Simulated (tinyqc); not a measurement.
# Worked calculation: one level coupled to a phonon between two leads, self-consistent Born approximation

Numbers from tinyqc (`OMP_NUM_THREADS=1 python tinyqc.py 2720121 2720122 out.jsonl`; about 0.1 s on one thread of a shared Intel Xeon 2.30GHz). Printed values are rounded.

Wide-band leads with mu_L = +V/2 and mu_R = -V/2; phonons in equilibrium, Nq = 1/(exp(w0/kB T) - 1). Scattering links only energies that differ by w0, so a ladder E_k = E1 + k w0 closes on itself; terms that reach past its ends are dropped. Gn and Gp are the electron and hole parts of the spectral function A = Gn + Gp.

Parameters, values chosen for the exercise: temperature of leads and phonons T = 300 K; phonon energy w0 = 120 meV; level ed = -51 meV; coupling to the left lead GL = 48 meV; coupling to the right lead GR = 53 meV; electron-phonon matrix element M = 52 meV; bias V = 341 mV; rungs of the ladder shown nr = 5; lowest rung E1 = -236 meV.

Constants: q = 1.602176634e-19 C, kB = 1.380649e-23 J/K, Vt = kB T/q. Results are converted to the units shown.

Range of the model: The self-consistent Born approximation keeps only non-crossing phonon lines and no Hartree shift; it is rough once the coupling nears the phonon energy.

## The ladder and the first Green functions

|G|^2 = 1/[(E - ed)^2 + (GL + GR + Sin + Sout)^2/4], Gn = |G|^2 (GL fL + GR fR + Sin), Gp = |G|^2 (GL (1 - fL) + GR (1 - fR) + Sout), f = 1/(1 + exp((E - mu)/kB T)). On a single ladder the real part of the phonon self-energy, which needs all energies, is left out. At the start Sin = Sout = 0.

| rung | E (meV) | fL | fR | Gn (1/meV) | Gp (1/meV) |
|---|---|---|---|---|---|
| 0 | -236 | 0.9999999 | 0.9264676 | 0.002640438 | 1.059741e-4 |
| 1 | -116 | 0.9999846 | 0.1083068 | 0.007931740 | 0.006975459 |
| 2 | 4 | 0.9984069 | 0.001169555 | 0.008606882 | 0.009508897 |
| 3 | 124 | 0.8579907 | 1.128789e-5 | 0.001241412 | 0.001803026 |
| 4 | 244 | 0.05503872 | 1.088194e-7 | 2.949324e-5 | 0.001098050 |

Nq = 0.009734099

## Iteration 1: scattering functions

Sin(E) = M^2 [(Nq + 1) Gn(E + w0) + Nq Gn(E - w0)], Sout(E) = M^2 [(Nq + 1) Gp(E - w0) + Nq Gp(E + w0)]. Nq = 1/(exp(w0/kB T) - 1).

| rung | Sin (meV) | Sout (meV) |
|---|---|---|
| 0 | 21.65620 | 0.1836011 |
| 1 | 23.56905 | 0.5396270 |
| 2 | 3.598224 | 19.09270 |
| 3 | 0.3070678 | 25.99124 |
| 4 | 0.03267521 | 4.922841 |

## Iteration 1: Green functions

|G|^2 = 1/[(E - ed)^2 + (GL + GR + Sin + Sout)^2/4], Gn = |G|^2 (GL fL + GR fR + Sin), Gp = |G|^2 (GL (1 - fL) + GR (1 - fR) + Sout), f = 1/(1 + exp((E - mu)/kB T)). On a single ladder the real part of the phonon self-energy, which needs all energies, is left out.

| rung | Gn after iteration 1 (1/meV) | Gp after iteration 1 (1/meV) |
|---|---|---|
| 0 | 0.003125450 | 1.073975e-4 |
| 1 | 0.009499649 | 0.005873659 |
| 2 | 0.007530626 | 0.01052681 |
| 3 | 0.001196532 | 0.002474523 |
| 4 | 2.977280e-5 | 0.001149717 |

## Iteration 2: scattering functions

As before.

| rung | Sin (meV) | Sout (meV) |
|---|---|---|
| 0 | 25.93709 | 0.1546006 |
| 1 | 20.64329 | 0.5703057 |
| 2 | 3.516958 | 16.10211 |
| 3 | 0.2795029 | 28.77183 |
| 4 | 0.03149393 | 6.756242 |

## Iteration 2: Green functions

As before.

| rung | Gn after iteration 2 (1/meV) | Gp after iteration 2 (1/meV) |
|---|---|---|
| 0 | 0.003215629 | 1.058939e-4 |
| 1 | 0.009345701 | 0.006009617 |
| 2 | 0.007730505 | 0.01037438 |
| 3 | 0.001189661 | 0.002541727 |
| 4 | 2.972725e-5 | 0.001168852 |

## Course of the iteration

Repeat until no Sin or Sout changes by more than 1e-9 meV.

Course of the iteration:

| iteration | largest Sin + Sout (meV) | largest change (meV) |
|---|---|---|
| 1 | 26.29831 | 26.0 |
| 2 | 29.05133 | 4.28 |
| 3 | 28.64078 | 0.548 |
| 4 | 28.70282 | 0.0817 |
| 5 | 28.69125 | 0.0144 |
| 6 | 28.69286 | 2.12e-3 |
| 7 | 28.69256 | 3.76e-4 |
| 8 | 28.69260 | 5.57e-5 |
| 9 | 28.69259 | 9.86e-6 |
| 10 | 28.69260 | 1.46e-6 |
| 11 | 28.69260 | 2.58e-7 |
| 12 | 28.69260 | 3.82e-8 |
| 13 | 28.69260 | 6.77e-9 |
| 14 | 28.69260 | 1.00e-9 |
| 15 | 28.69260 | 1.77e-10 |

Converged in 15 iterations; the change shrinks by about 0.16 a step.

## Currents on the rungs

| rung | converged Gn (1/meV) | converged Gp (1/meV) |
|---|---|---|
| 0 | 0.003208369 | 1.060323e-4 |
| 1 | 0.009372163 | 0.005986730 |
| 2 | 0.007707260 | 0.01039357 |
| 3 | 0.001190586 | 0.002532998 |
| 4 | 2.972267e-5 | 0.001170516 |

Spectral currents into the level: iL = GL [fL Gp - (1 - fL) Gn], iR = GR [fR Gp - (1 - fR) Gn].

| rung | iL | iR | iL + iR |
|---|---|---|---|
| 0 | 0.0050895 | -0.0072972 | -0.0022077 |
| 1 | 0.2873517 | -0.4085606 | -0.1212089 |
| 2 | 0.4975070 | -0.4073628 | 0.0901443 |
| 3 | 0.0962023 | -0.0630988 | 0.0331035 |
| 4 | 0.0017442 | -0.0015753 | 0.0001689 |

sum of iL = 0.8878947

On a single rung iL + iR need not vanish (largest 0.12), since phonons move electrons between rungs; summed over the ladder it does.
